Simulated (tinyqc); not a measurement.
Worked calculation: tight binding, honeycomb lattice. Computed by tinyqc, a small Python program that keeps every step. Settings: t1 = 1.54, t2 = 0.22, phi = 0, delta = 0, points = 6. Command: `OMP_NUM_THREADS=1 python tinyqc.py 24072 24073 out.jsonl` (the two numbers bound the seeds that draw the settings). One thread of a shared host (Intel(R) Xeon(R) Processor @ 2.60GHz), about 0.01 s of CPU time with the checks.

## Bloch Hamiltonian at k

Parameters chosen for this model:

| parameter | value | unit |
|---|---|---|
| t1 | 1.540000 | eV, nearest |
| t2 | 0.220000 | eV, second neighbours |
| phi | 0 | rad, phase of t2 (Haldane) |
| delta | 0 | eV, +/- on A and B |

k point k (fractions of the reciprocal vectors): -0.1800  -0.3100

H_AB = -t1 (1 + exp(-i k.a1) + exp(-i k.a2)); H_AA = delta - 2 t2 sum cos(k.b + phi), H_BB = -delta - 2 t2 sum cos(k.b - phi), b = a1, a2 - a1, -a2.

H(k) at k (eV):
```
                 A                B
A          -0.3266  -1.6288-2.8253i
B  -1.6288+2.8253i          -0.3266
```

## Levels at k

Diagonalise the Hermitian matrix.

eigenvalues (eV): -3.5877  2.9346

weights |c|^2 of the basis functions:
```
   band 1  band 2
A  0.5000  0.5000
B  0.5000  0.5000
```

## Bloch Hamiltonian at K

k point K (fractions of the reciprocal vectors): 0.3333  0.6667

As before.

H(k) at K (eV):
```
        A       B
A  0.6600  0.0000
B  0.0000  0.6600
```

## Levels at K

As before.

eigenvalues (eV): 0.6600  0.6600

## Bands along a path

The same steps at evenly spaced points between the labelled ones.

Bands along the path (eV):

| k | band 1 | band 2 |
|---|---|---|
| G | -5.9400 | 3.3000 |
| G-K 0.20 | -5.4521 | 3.2554 |
| G-K 0.40 | -4.1438 | 3.0581 |
| G-K 0.60 | -2.4077 | 2.5758 |
| G-K 0.80 | -0.6957 | 1.7404 |
| K | 0.6600 | 0.6600 |
| K-M 0.20 | 0.1139 | 1.1557 |
| K-M 0.40 | -0.3758 | 1.5277 |
| K-M 0.60 | -0.7642 | 1.7832 |
| K-M 0.80 | -1.0139 | 1.9315 |
| M | -1.1000 | 1.9800 |
| M-K' 0.20 | -1.0139 | 1.9315 |
| M-K' 0.40 | -0.7642 | 1.7832 |
| M-K' 0.60 | -0.3758 | 1.5277 |
| M-K' 0.80 | 0.1139 | 1.1557 |
| K' | 0.6600 | 0.6600 |

With 1 band(s) filled, the highest filled level on these points lies at K and the lowest empty one at K: the bands touch or overlap, so there is no gap.
